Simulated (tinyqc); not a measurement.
Comparisons within one model: periodic multilayer mirror for extreme ultraviolet light. A value that a table varies takes the place of the one given here.

s polarisation, vacuum above. q_j = sqrt(N_j^2 - sin^2 theta); interface r_jk = (q_j - q_k)/(q_j + q_k) exp(-2 (2 pi/lam)^2 q_j q_k sg^2) (Nevot-Croce; sg = 0 if not given); phase factor of a layer x_j = exp(4 pi i q_j d_j/lam). Each period has the spacer (thickness (1 - Gm) L) on top of the absorber (Gm L). In this recursion R is the amplitude; R in tables and results is the reflectance, its squared modulus. The substrate is of the spacer material. Starting with R = 0 in it, each interface upward gives R -> (r + R x)/(1 + r R x), x that of the layer below the interface (1 for the substrate).

Inputs chosen for the exercise (optical constants near those of Mo and Si at 13.5 nm; not measured data):
- lam = 13.5 nm (wavelength)
- dA = (0.0747, 0.00675) (delta and beta of the absorber, N = 1 - delta + i beta)
- dS = (0.0011, 0.00184) (delta and beta of the spacer and the substrate)
- L = 7.01 nm (period)
- Gm = 0.45 (absorber share of the period)
- theta = 9 degrees (angle from the normal)
- sg = 0.5 nm (interface roughness)
- Np = 20 (periods)

## Number of periods

The last column sets both beta to zero.

Reflectance:
```
periods      R  R without absorption
5        0.097                 0.110
10       0.283                 0.353
15       0.444                 0.588
20       0.552                 0.758
30       0.652                 0.924
40       0.682                 0.977
50       0.691                 0.993
60       0.694                 0.998
80       0.694                 1.000
100      0.694                 1.000
```

R reaches 0.682 at 40 periods and 0.694 at 100; it stays within 0.01 of the last value from 50 periods on. Without absorption the last value is 1.000: absorption, not the count of layers, caps the mirror, and the roughness, which weakens each reflection, lowers that cap further.

## Wavelength

The optical constants are held fixed.

Reflectance:
```
lam (nm)      R
12.9      0.203
13.0      0.331
13.1      0.432
13.2      0.501
13.3      0.543
13.4      0.560
13.5      0.552
13.6      0.517
13.7      0.446
13.8      0.334
13.9      0.193
14.0      0.069
14.1      0.011
14.2      0.013
14.3      0.038
```

The largest value listed is 0.560 at 13.4 nm, against lam_B = 2 L Re(mean q) = 13.361 nm. R exceeds half of that from 13 to 13.8 nm of the wavelengths listed, at least 5.9 % of the wavelength; a chain of ten mirrors narrows it, since R^10 falls to half where R has lost only 7 %.

## Absorber share

For each Gm the period is set so that lam_B = 2 L Re(mean q) equals lam - 0.09 nm.

Results:
```
Gm    L (nm)      R
0.15   6.874  0.212
0.20   6.901  0.315
0.25   6.927  0.403
0.30   6.954  0.471
0.35   6.981  0.518
0.40   7.008  0.546
0.45   7.036  0.559
0.50   7.063  0.559
0.60   7.119  0.521
0.70   7.176  0.428
```

The largest value listed is 0.559 at 0.45. The contrast of a period goes as sin(pi Gm) and is largest at 0.5, while the loss grows with Gm; R is 0.559 at 0.5, 0.471 at 0.3 and 0.428 at 0.7. Contrast counts most here, so the best share lies near 0.5, a little below it through absorption.

## Angle of incidence

Results:
```
theta (degrees)  lam_B (nm)      R
0                    13.540  0.540
2                    13.531  0.542
4                    13.505  0.548
6                    13.461  0.555
8                    13.399  0.556
10                   13.319  0.544
12                   13.222  0.502
14                   13.108  0.403
16                   12.976  0.222
18                   12.827  0.036
20                   12.661  0.025
```

lam_B = 2 L Re(mean q) falls with the angle, from 13.540 to 12.661 nm; the largest value listed is 0.556 at 8 degrees. R stays above 90 % of that value at 0, 2, 4, 6, 8, 10 and 12 degrees, which bounds the cone of light that a mask or mirror with this period accepts.

## Tolerances

R of the mirror, and R^10 for a chain of ten such mirrors. Each row changes one parameter from the base and keeps the others.

Results:
```
case                        R      R^10
base                   0.5524   0.00264
L = 7.05 nm            0.5607   0.00307
Gm = 0.49              0.5429   0.00223
theta = 11 degrees     0.5276   0.00167
sg = 0.7 nm            0.5003  0.000982
dA = (0.0747, 0.0081)  0.5311   0.00179
lam = 13.55 nm         0.5386   0.00205
```

The largest shifts from the base row, up to three for each result and ties (the steps differ in size, so this ranks the rows, not the parameters). R: sg -0.0521, theta -0.0248, dA -0.0213. R^10: sg -0.00166, theta -0.000974, dA -0.000858.

(tinyqc, `OMP_NUM_THREADS=1 python tinyqc.py 1681095 1681096 out.jsonl`, Intel(R) Xeon(R) Processor @ 2.30GHz, 1 thread, shared host, about 0.01 s.)
